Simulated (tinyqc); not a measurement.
Worked calculation: Hueckel theory of the pi electrons, for the molecule C=Cc1ccc(N)c[cH+]c1 (SMILES; centres numbered as the heavy atoms are written). One step of it, computed by the program tinyqc.

Task: Energy, charges, bond orders. E = sum n x; q_r = z_r - P_rr; bond order p = P_rs; free valence = sqrt(3) - sum of p over the bonds of the atom.

x values: 2.293553  1.949801  1.361566  1.163547  0.751390  -0.354153  -0.501712  -1.108376  -1.851563  -2.034054

occupations: 2.000000  2.000000  2.000000  2.000000  2.000000  0.000000  0.000000  0.000000  0.000000  0.000000

charge and bond-order matrix P:
```
            1C         2C         3C         4C         5C         6C         7N         8C
1C    0.915508   0.895638   0.092219  -0.218531  -0.098544   0.136300  -0.063364   0.170357
2C    0.895638   1.007728   0.427913  -0.006324  -0.082231   0.022390   0.000497   0.031363
3C    0.092219   0.427913   0.896466   0.564213   0.114609  -0.186781   0.081657  -0.226804
4C   -0.218531  -0.006324   0.564213   0.870687   0.691546   0.150325  -0.102980  -0.212244
5C   -0.098544  -0.082231   0.114609   0.691546   0.906403   0.585759  -0.136379   0.179303
6C    0.136300   0.022390  -0.186781   0.150325   0.585759   0.829005   0.332118   0.608890
7N   -0.063364   0.000497   0.081657  -0.102980  -0.136379   0.332118   1.900279  -0.144577
8C    0.170357   0.031363  -0.226804  -0.212244   0.179303   0.608890  -0.144577   0.907718
9C   -0.104937  -0.078836   0.123582  -0.197826  -0.189113   0.145246  -0.098627   0.653715
10C  -0.249193  -0.012718   0.598270   0.146713  -0.231883  -0.221217   0.093161   0.117682

            9C        10C
1C   -0.104937  -0.249193
2C   -0.078836  -0.012718
3C    0.123582   0.598270
4C   -0.197826   0.146713
5C   -0.189113  -0.231883
6C    0.145246  -0.221217
7N   -0.098627   0.093161
8C    0.653715   0.117682
9C    0.880154   0.648129
10C   0.648129   0.886054
```

Centres:
```
centre  z_r, pi electrons of the neutral centre         h
1C                                            1  0.000000
2C                                            1  0.000000
3C                                            1  0.000000
4C                                            1  0.000000
5C                                            1  0.000000
6C                                            1  0.000000
7N                                            2  1.670000
8C                                            1  0.000000
9C                                            1  0.000000
10C                                           1  0.000000
```

Bonds:
```
i    j         k
1    2         1
2    3         1
3    4         1
4    5         1
5    6         1
6    7  0.780000
6    8         1
8    9         1
9   10         1
10   3         1
```

Give: pi energy = 10 alpha + this times beta; pi charges; Bond orders and lengths from R = 1.517 - 0.180 p; free valence of the carbons; gap between the highest filled and the next level.

Result:

pi energy = 10 alpha + this times beta = 15.0397

pi charges: 1C 0.0845, 2C -0.0077, 3C 0.1035, 4C 0.1293, 5C 0.0936, 6C 0.1710, 7N 0.0997, 8C 0.0923, 9C 0.1198, 10C 0.1139

Bond orders and lengths from R = 1.517 - 0.180 p (angstrom, C-C alone):
```
bond       p       R
1-2   0.8956  1.3558
2-3   0.4279  1.4400
3-4   0.5642  1.4154
4-5   0.6915  1.3925
5-6   0.5858  1.4116
6-7   0.3321       -
6-8   0.6089  1.4074
8-9   0.6537  1.3993
9-10  0.6481  1.4003
10-3  0.5983  1.4093
```

free valence of the carbons: 1C 0.8364, 2C 0.4085, 3C 0.1417, 4C 0.4763, 5C 0.4547, 6C 0.2053, 8C 0.4694, 9C 0.4302, 10C 0.4857

gap between the highest filled and the next level = 1.1055 |beta|
